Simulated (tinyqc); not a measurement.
Thickness of the film: ellipsoidal valleys in the axes of a wafer and a channel.

Valleys with axes a along x, y and z, two valleys each; inverse mass tensor w = 1/mt + (1/ml - 1/mt) a a. Device axes: z = nz/|nz|, x = nx/|nx|, y = z cross x; in them a = (ax, ay, az). Confinement mass mz = 1/w_zz. In the plane w_ij is replaced by u_ij = w_ij - w_iz w_jz/w_zz (i, j = x, y); density-of-states mass md = 1/sqrt(det u); conductivity mass along x mc = 1/u_xx; ballistic transport mass mx = u_yy/det u, width mass my = 1/u_yy.

Hard walls: E_n = c (n pi/t)^2/mz, c = hbar^2/2m0, n = 1, 2, 3. Non-degenerate share of a valley proportional to md sum_n exp(-E_n/kT); mean 1/mc = sum of share/mc. 1 nm = 10 angstrom.

Constants: hbar^2/2m0 = 3.80998211 eV angstrom^2; kB = 8.617333262e-05 eV/K.

Parameters, chosen for this exercise (near those of the Delta valleys of Si; shifted at random, so the results belong to these values and not to a real crystal):

| symbol | value | unit | meaning |
|---|---|---|---|
| ml | 0.905 | m0 | longitudinal mass |
| mt | 0.184 | m0 | transverse mass |
| nz | (1, 1, 0) |  | surface normal (confinement) |
| nx | (1, -1, 0) |  | channel direction |
| T | 300 | K | temperature |

Share of the lowest ladder and mean conductivity mass.

Results:

| t (nm) | lowest E1 (meV) | spread of E1 (meV) | share of the lowest ladder | mean mc |
|---|---|---|---|---|
| 2.0 | 307.4 | 203.5 | 1.000 | 0.5442 |
| 3.0 | 136.6 | 90.5 | 0.981 | 0.5248 |
| 4.0 | 76.8 | 50.9 | 0.917 | 0.4686 |
| 5.0 | 49.2 | 32.6 | 0.846 | 0.4182 |
| 7.0 | 25.1 | 16.6 | 0.755 | 0.3681 |
| 10.0 | 12.3 | 8.1 | 0.710 | 0.3473 |
| 14.0 | 6.3 | 4.2 | 0.689 | 0.3383 |

The spread falls as 1/t^2 and passes kT = 25.9 meV between t = 5 and 7 nm; the share of the lowest ladder goes from 1.000 to 0.689 and the mean mass goes from 0.5442 to 0.3383, against 0.3294 for equal shares, the limit of a thick film (the bulk value 3/(1/ml + 2/mt) is 0.2505; the two differ since axes are tilted in the x-z plane and in a quantised film no valley carries current across it; once scattering blurs the subbands the bulk value returns). Three subbands a valley become too few once E3 nears kT. In the thinnest rows E1 (307 meV) is beyond the parabolic range.

tinyqc: `OMP_NUM_THREADS=1 python tinyqc.py 1881151 1881152 out.jsonl`; about 0.01 s, one thread, shared Intel(R) Xeon(R) Processor @ 2.30GHz.
